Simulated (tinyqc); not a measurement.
From results back to parameters: dielectric confinement in a thin film (image charges). Three cases, with inputs chosen for the exercise.

Problem. The self-energy at the centre was computed from a hidden eh.

A film |z| < t/2 of dielectric constant eps between half-spaces of dielectric constant e2; lam = (eps - e2)/(eps + e2), q = e^2/(4 pi eps0). The self-energy of a band edge is taken with the high-frequency value, e2 = eh, and the field of a fixed ion with the static one, e2 = eo. A charge at z has images lam^|n| at n t + (-1)^n z. Its self-energy is S(z) = (q/2 eps) sum over n >= 1 of lam^n [1/(n t - 2z) + 1/(n t + 2z)] for odd n and 2 lam^n/(n t) for even n; at the centre S(0) = -(q/(eps t)) ln(1 - lam).

Constants: e^2/(4 pi eps0) = 14.39964547 eV angstrom.

Find: lam; eh.

Method. lam = 1 - exp(-S(0) eps t/q), and eh = eps (1 - lam)/(1 + lam).

Case 1.

Values chosen: t = 32 angstrom (film thickness); eps = 12 (dielectric constant of the film).
S(0) = 48.6321 meV

Solution.

lam = 0.7266
eh = 1.9

Case 2.

Values chosen: t = 76 angstrom (film thickness); eps = 11.8 (dielectric constant of the film).
S(0) = 19.2167 meV

Solution.

lam = 0.6978
eh = 2.1

Case 3.

Values chosen: t = 82 angstrom (film thickness); eps = 11.7 (dielectric constant of the film).
S(0) = 17.8545 meV

Solution.

lam = 0.6957
eh = 2.1

Computed by tinyqc, one run a case: `OMP_NUM_THREADS=1 python tinyqc.py N N+1 out.jsonl` with N = 1282079, 1282268, 1282270; one thread of a shared Intel(R) Xeon(R) Processor @ 2.30GHz, about 0.1 s a run at most.
